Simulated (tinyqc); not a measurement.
Self-heating of a transistor with one or more fingers, with temperature-dependent conductivity: one step, computed by the program tinyqc. Command: `OMP_NUM_THREADS=1 python tinyqc.py 3008554 3008555 out.jsonl selfheat walk`. One thread of a shared host (Intel(R) Xeon(R) Processor @ 2.30GHz), about 0.05 s of CPU time with the checks.

N long parallel fingers lie on the top face of a slab whose bottom is held at T_0; the top is otherwise insulated, and heat flows in two dimensions. P in W/mm is 1000 P in W/m.

Question. Extra rise from ballistic phonons. Near a source smaller than the free path, Fourier's law overstates the flow. Rough estimate: a strip that emits phonons into a half space adds a resistance times area of 4 Lambda/(3 kappa_0), from the ballistic flux C v Delta T/4 with kappa_0 = C v Lambda/3, so Delta T_b = 4 Lambda P/(3 kappa_0 w); Knudsen number Lambda/w.

Inputs (values chosen for the exercise, modelled on indium phosphide): conductivity at the base temperature kappa_0 = 65.4 W/(m K); power per gate width P = 0.33 W/mm; width of the heat source w = 0.6 micrometre; phonon free path Lambda = 98 nm.

Power: fixed power.

largest theta = 20.35085 K

Give: Knudsen number; ballistic rise Delta T_b; Delta T_b / largest theta.

Answer.

Knudsen number = 0.1633

ballistic rise Delta T_b = 1.099 K

Delta T_b / largest theta = 0.05400

By this estimate the ballistic term is at most a fifth of the Fourier rise.
